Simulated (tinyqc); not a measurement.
Strain-driven roughening and islands of a mismatched epitaxial film: one step, computed by the program tinyqc.

Film and substrate share isotropic elastic constants; the film is coherent and biaxially strained.

Question. Which shape at the volume V. Shallow faceted island (Tersoff form): E = 4 Gam V^(2/3) tan^(1/3)(theta) - 6 c V tan(theta), Gam = gamma [x/sin(theta) - 1/tan(theta)], x the facet energy over gamma, c = stress^2 (1 - nu)/(2 pi G). The two energies cross at V_x^(1/3) = 4 [Gam_2 t2^(1/3) - Gam_1 t1^(1/3)]/(6 c (t2 - t1)), t = tan(theta); mu = dE/dV.

Inputs (values chosen for the exercise, modelled on Ge on Si): shear modulus G = 53.1 GPa; Poisson ratio nu = 0.26; surface energy gamma = 0.998 J/m^2; contact angle of the shallow shape theta_1 = 12.7 degrees; contact angle of the steep shape theta_2 = 30.7 degrees; facet energy of shape 1 over gamma = 1.009; facet energy of shape 2 over gamma = 1.028; island volume V = 2500 nm^3.

stress = 7.269246 GPa

Gam of shape 2 = 0.3286921 J/m^2

Gam of shape 1 = 0.1519177 J/m^2

c = 0.1172023 GPa

Constants: e = 1.602176634e-19 C.

Give: E of shape 1; E of shape 2; crossing volume V_x; jump of mu at V_x, shape 2 less shape 1.

Answer.

E of shape 1 = -2048 eV

E of shape 2 = -5245 eV

crossing volume V_x = 22.86 nm^3

jump of mu at V_x, shape 2 less shape 1 = -86.35 MJ/m^3

At V the steep shape is lower. At V_x the chemical potential drops, so islands that have turned steep grow at the cost of the shallow ones. Caution: a critical island of a few cubic nanometres holds a few hundred atoms at most, and edge energies, left out here, matter. Caution: the shallow-slope form overstates the relaxation of facets steeper than about 25 degrees.
